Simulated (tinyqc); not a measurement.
Rectangular fin or nanosheet with a gate all round, subbands and threshold shift from confinement: two steps of the calculation.

Undoped body with a flat potential across it, hard walls, transport along x. One isotropic valley (g = 1, mx = my = mz = me). Non-parabolicity enters the subband edges through E (1 + al E) = gamma, so E = 2 gamma/(1 + sqrt(1 + 4 al gamma)); motion within a subband is taken as parabolic with the band-edge mass. Energies are counted from the bulk band edge.

Inputs (values chosen for the exercise); masses close to those of In0.53Ga0.47As: temperature T = 300 K; mass at the band edge me = 0.0418 m0; non-parabolicity al = 1.3 1/eV; width (along y) t = 8.8 nm; widening of the box by penetration into the insulator dl = 0.2 nm; height (along z) H = 17.6 nm.

Constants: q = 1.602176634e-19 C, kB = 1.380649e-23 J/K, hbar = 1.054571817e-34 J s, m0 = 9.1093837015e-31 kg, Vt = kB T/q, hbar^2/(2 m0) = 0.0380998212 eV nm^2. Results are converted to the units shown.

Task 1. Lowest subbands. gamma = C pi^2 [a^2/(my (t + dl)^2) + b^2/(mz (H + dl)^2)], C = hbar^2/(2 m0). List the 6 lowest, labelled by quantum numbers, with degeneracy g and N_k: N_k = g sqrt(2 mx m0 kB T/(pi hbar^2)).

Wanted: E_k; g; N_k.

Result 1.

| subband | E_k (eV) | g | N_k (cm^-1) |
|---|---|---|---|
| 1,1 | 0.12056 | 1 | 9.5016e5 |
| 1,2 | 0.18171 | 1 | 9.5016e5 |
| 1,3 | 0.27107 | 1 | 9.5016e5 |
| 2,1 | 0.33057 | 1 | 9.5016e5 |
| 2,2 | 0.37500 | 1 | 9.5016e5 |
| 1,4 | 0.37880 | 1 | 9.5016e5 |

Task 2. Threshold shift. Each subband has N_k = g sqrt(2 mx m0 kB T/(pi hbar^2)); without degeneracy n = exp(EF/Vt) sum N_k exp(-E_k/Vt). Classical value Nc times t H, Nc = sum over valleys of 2 g (m m0 kB T/(2 pi hbar^2))^1.5 with m = (mx my mz)^(1/3). Threshold shift dVT = Vt ln(classical value/sum N_k exp(-E_k/Vt)). Use the subbands listed.

| subband | E_k (eV) | N_k (cm^-1) |
|---|---|---|
| 1,1 | 0.12055886 | 9.5016452e5 |
| 1,2 | 0.18170836 | 9.5016452e5 |
| 1,3 | 0.27107143 | 9.5016452e5 |
| 2,1 | 0.33057376 | 9.5016452e5 |
| 2,2 | 0.37500102 | 9.5016452e5 |
| 1,4 | 0.37880381 | 9.5016452e5 |

Give: shares; sum N_k exp(-E_k/Vt); Nc; classical value; dVT.

Result 2.

| subband | shares (%) |
|---|---|
| 1,1 | 91.135 |
| 1,2 | 8.559 |
| 1,3 | 0.270 |
| 2,1 | 0.027 |
| 2,2 | 0.005 |
| 1,4 | 0.004 |

sum N_k exp(-E_k/Vt) = 9835.9 cm^-1
Nc = 2.1446e17 cm^-3
classical value = 3.3215e5 cm^-1
dVT = 90.987 mV

Range of the model: Non-parabolicity also makes carriers heavier within each subband, which is left out, so densities of states are understated at high energy.

tinyqc, about 0.09 s, one thread, Intel Xeon 2.30GHz (shared host): `OMP_NUM_THREADS=1 python tinyqc.py 2350060 2350061 out.jsonl`
